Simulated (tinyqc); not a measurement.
# Inductance and parasitic capacitance from two readings

Question. A loss-free coil L in parallel with C shows the apparent inductance L/(1 - w^2 L C), w = 2 pi f. Find L, C and the self-resonance 1/(2 pi sqrt(L C)).

apparent inductance at 3.4 and 6.1 GHz (nH): [8.6057733, 16.255007]

Answer. The inverse of the reading is 1/L - w^2 C, a straight line in w^2.

L = 7.100 nH
C = 54.00 fF
self-resonance = 8.128 GHz

Program tinyqc, `OMP_NUM_THREADS=1 python tinyqc.py 2302030 2302031 out.jsonl`; Intel Xeon 2.30GHz, shared host, one thread, about 0.01 s.
